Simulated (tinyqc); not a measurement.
Strength against creep resistance: grain growth, pinning, strength and diffusional creep of a polycrystal or thin film. Computed by tinyqc, a small Python program. Command: `OMP_NUM_THREADS=1 python tinyqc.py 3016014 3016015 out.jsonl grain walk`. One thread of a shared host (Intel(R) Xeon(R) Processor @ 2.30GHz), about 0.01 s of CPU time with the checks.

One mean grain size d describes the structure.

Inputs (values chosen for the exercise, modelled on tungsten):
```
quantity                                    value        unit
atomic volume Omega                         15.85  angstrom^3
boundary energy gamma                         1.2       J/m^2
mobility prefactor M0                     0.00027   m^4/(J s)
activation energy of boundary motion Q_m      4.9          eV
anneal temperature T                         1595           K
anneal time t                                8400           s
initial grain size d0                          39          nm
particle volume fraction f                0.00079           -
particle radius r                             2.9          nm
film thickness h                              340          nm
surface energy gamma_s                        2.6       J/m^2
Hall-Petch slope k_y                         0.78   MPa m^0.5
lattice diffusion energy Q_l                 5.51          eV
boundary diffusion energy Q_b                3.72          eV
lattice prefactor D0                      2.4e-05       m^2/s
boundary prefactor delta D0b              1.9e-15       m^3/s
applied stress sigma                          150         MPa
service temperature T_c                      1073           K
```

Sample: thin film on a substrate.

Constants: k_B = 8.617333262e-05 eV/K; k_B = 1.380649e-23 J/K.

Method:
- M = M0 exp(-Q_m/(k_B T)). The driving pressure is 2 gamma/d. Zener pinning pressure 3 f gamma/(2 r) stops growth at d_Z = 4 r/(3 f). Grooves where boundaries meet the surface have the angle theta = arcsin(gamma/(2 gamma_s)) and are taken to stop growth at d_h = h/(2 theta), a few film thicknesses; the limit is 1/d_lim = 1/d_Z + 1/d_h.
- dd/dt = 2 M gamma (1/d - 1/d_lim) integrates to 2 M gamma t = d_lim (d0 - d) + d_lim^2 ln[(d_lim - d0)/(d_lim - d)]; without pinning d^2 = d0^2 + 4 M gamma t.
- Nabarro-Herring rate = 14 sigma Omega D_l/(k_B T d^2), D_l = D0 exp(-Q_l/(k_B T)); Coble rate = 14 pi sigma Omega delta D_b/(k_B T d^3), delta D_b = delta D0b exp(-Q_b/(k_B T)); they are equal at d_x = pi delta D_b/D_l.
- Hall-Petch term k_y/sqrt(d).

crossover size d_x = 63555.1 micrometre

At T_c and sigma:
```
d (nm)  Hall-Petch term (MPa)  Nabarro-Herring (1/s)  Coble (1/s)  time to 1 % (s)
30                     4503.3             7.8994e-16   1.6735e-09       5.9756e+06
100                    2466.6             7.1094e-17   4.5184e-11       2.2132e+08
300                    1424.1             7.8994e-18   1.6735e-12       5.9755e+09
1000                    780.0             7.1094e-19   4.5184e-14       2.2131e+11
3000                    450.3             7.8994e-20   1.6735e-15       5.9753e+12
10000                   246.7             7.1094e-21   4.5184e-17       2.2128e+14
100000                   78.0             7.1094e-23   4.5184e-20       2.2097e+17
```

From 100 micrometre to 30 nm grains the Hall-Petch term grows 58 times, while the time to 1 % strain shrinks by 10.6 decades. Coble creep rules in 7 of the seven rows (d_x is a millimetre or more). Fine grains resist slip but creep fast. The Hall-Petch value at 30 nm is at the edge of that law, and in a film grains much larger than h lose atoms to the surfaces instead. Caution: sigma Omega is not small against k_B T, as the linear creep laws assume.

Extremes, crossings and ranges named in words are read from the listed rows.
